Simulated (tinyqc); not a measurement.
# Fully depleted semiconductor-on-insulator film with two gates, non-linear Poisson equation by Newton steps: threshold and coupling against the back-gate voltage

One dimension across the film, front interface at x = 0, back interface at x = ts. psi is counted from the intrinsic level, n = ni exp(psi/Vt) (source grounded), holes neglected, acceptors ionised. Gates act through Cox = eps0 eox/tox and Cbox = 3.9 eps0/tb with potentials G1 = Vg - (phiM - chi - Vt ln(Nc/ni)) and G2 = Vb - (phiB - chi - Vt ln(Nc/ni)). Classical Boltzmann densities, no interface charge, no depletion in the back plane.

ni = sqrt(Nc Nv) exp(-Eg/(2 Vt)), Eg in volts. The Poisson equation eps0 eps_r d2psi/dx2 = q (n + Na), with -eps0 eps_r dpsi/dx = Cox (G1 - psi) at x = 0 and eps0 eps_r dpsi/dx = Cbox (G2 - psi) at x = ts, is solved on 300 equal intervals with half boxes at both ends; N_inv is the trapezoid sum of n. VT is the Vg for N_inv = 1e11 cm^-2; -dVT/dVb from the linearised equation. Limits with Cs = eps0 eps_r/ts: front channel Cs Cbox/(Cox (Cs + Cbox)), back channel Cbox (Cox + Cs)/(Cox Cs). Swing at N_inv = 1e8 cm^-2.

Parameters, values chosen for the exercise; band and dielectric values close to those of silicon:
- T = 250 K (temperature)
- Eg = 1.13 eV (band gap)
- eps_r = 11.9 (relative permittivity)
- Nc = 2.11e19 cm^-3 (conduction-band density of states at T)
- Nv = 2.05e19 cm^-3 (valence-band density of states at T)
- chi = 4.07 eV (electron affinity)
- eox = 9.11 (relative permittivity of the gate insulator (close to aluminium oxide))
- tox = 6.3 nm (insulator thickness)
- ts = 15 nm (film thickness)
- tb = 8.5 nm (buried-oxide thickness (eps_r 3.9))
- Na = 1e15 cm^-3 (acceptor density of the film)
- phiM = 4.75 eV (work function of the front gate)
- phiB = 4.12 eV (work function of the back plane)

Constants: q = 1.602176634e-19 C, kB = 1.380649e-23 J/K, Vt = kB T/q, eps0 = 8.8541878128e-14 F/cm where lengths are in cm. Results are converted to the units shown.

The same in every row: front-channel limit = 0.201; back-channel limit = 0.896.

Result of one run:

| VT (V) | centroid/ts at VT | -dVT/dVb | swing (mV/decade) |
|---|---|---|---|
| 0.539 | 0.586 | 0.517 | 84.7 |

Which back-gate voltage Vb gave this result: -2.25, -0.75, 0 or 1.5 V?

Vb = 0 V.

The whole series:

| Vb (V) | VT (V) | centroid/ts at VT | -dVT/dVb | swing (mV/decade) |
|---|---|---|---|---|
| -2.25 | 1.10 | 0.0258 | 0.212 | 60.2 |
| -1.5 | 0.939 | 0.0389 | 0.218 | 60.6 |
| -0.75 | 0.770 | 0.0788 | 0.237 | 61.9 |
| 0 | 0.539 | 0.586 | 0.517 | 84.7 |
| 0.75 | -0.0255 | 0.949 | 0.841 | 91.9 |
| 1.5 | -0.669 | 0.975 | 0.868 | 92.9 |

As Vb goes from -2.25 to 1.5, VT falls from 1.10 to -0.669 V, the centroid rises from 0.0258 to 0.975 of ts and -dVT/dVb rises from 0.212 to 0.868. The coupling covers 1.65 % of the way from the front-channel to the back-channel limit in the first row and 96.0 % in the last. A positive back bias draws the electrons to the back interface, where the back gate has more leverage and the front gate less, so the swing worsens.

Numbers from tinyqc (`OMP_NUM_THREADS=1 python tinyqc.py 2190007 2190008 out.jsonl`; about 0.5 s on one thread of a shared Intel Xeon 2.30GHz).
